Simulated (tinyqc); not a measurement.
Germanium share from the critical thickness.

Problem. Critical thickness (Matthews-Blakeslee, 60-degree dislocations): h = bv (1 - nu/4)[ln(h/bv) + 1]/(4 pi e_par (1 + nu)), nu = c12/(c11 + c12). e_par = b1 x. Find e_par and x.

Inputs (values chosen for the exercise):
```
symbol   value  unit                      meaning
b1      0.0418        lattice mismatch per unit x
c11        163   GPa             elastic constant
c12       63.3   GPa             elastic constant
bv       0.384    nm               Burgers vector
```

critical thickness = 16.959081 nm

Solution. For given h the relation is explicit in the strain.

e_par = 0.627 %
x = 0.150

Computed by the program tinyqc: `OMP_NUM_THREADS=1 python tinyqc.py 2530024 2530025 out.jsonl`, one thread of a shared Intel Xeon 2.30GHz, about 0.01 s for the whole run.
